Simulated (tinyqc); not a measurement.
## Cell-based percolation model of oxide breakdown: effect of the area

The oxide, of thickness n a, is cut into cubic cells. A cell is defective with the chance l = 1 - exp(-a^3 N), N = N1 (t/1 s)^al. A column of n defective cells breaks the oxide down, and the area holds M = A/a^2 independent columns: 1 - F = (1 - l^n)^M.

At F = 1 - 1/e: l_c = (1 - exp(-1/M))^(1/n), N_bd = -ln(1 - l_c)/a^3, t63 = (N_bd/N1)^(1/al). W = ln(-ln(1 - F)); for small l, W = ln M + n ln(a^3 N), so the Weibull slope is n al.

Inputs (values chosen for the exercise):
```
symbol,value,unit,meaning
a,1.4,nm,edge of a cell
n,5,,cells across the oxide
al,1,,exponent of defect growth
N1,5.5e17,cm^-3,defect density after 1 s
```

Effect of the area:

| A (um^2) | l_c | N_bd (cm^-3) | t63 (s) | slope at t63 |
|---|---|---|---|---|
| 0.0014 | 0.2686 | 1.140e20 | 207.3 | 4.262 |
| 0.023 | 0.1535 | 6.073e19 | 110.4 | 4.595 |
| 0.38 | 0.08760 | 3.341e19 | 60.74 | 4.774 |
| 6.4 | 0.04980 | 1.862e19 | 33.85 | 4.873 |
| 110 | 0.02820 | 1.042e19 | 18.95 | 4.929 |
| 1800 | 0.01612 | 5.923e18 | 10.77 | 4.959 |
| 31000 | 0.009124 | 3.340e18 | 6.073 | 4.977 |
| 5.1e5 | 0.005211 | 1.904e18 | 3.462 | 4.987 |
| 8.6e6 | 0.002962 | 1.081e18 | 1.965 | 4.993 |

Read the table: what changes, and by how much?

t63 falls from 207 to 1.97 s, as A^(-0.23) between the first two rows and A^(-0.20) between the last two, against -1/(n al) = -0.20; the slope at t63 rises from 4.26 to 4.99, nearer to n al where l_c is small.

Program tinyqc, `OMP_NUM_THREADS=1 python tinyqc.py 2070070 2070071 out.jsonl`; Intel Xeon 2.30GHz, shared host, one thread, about 0.01 s.
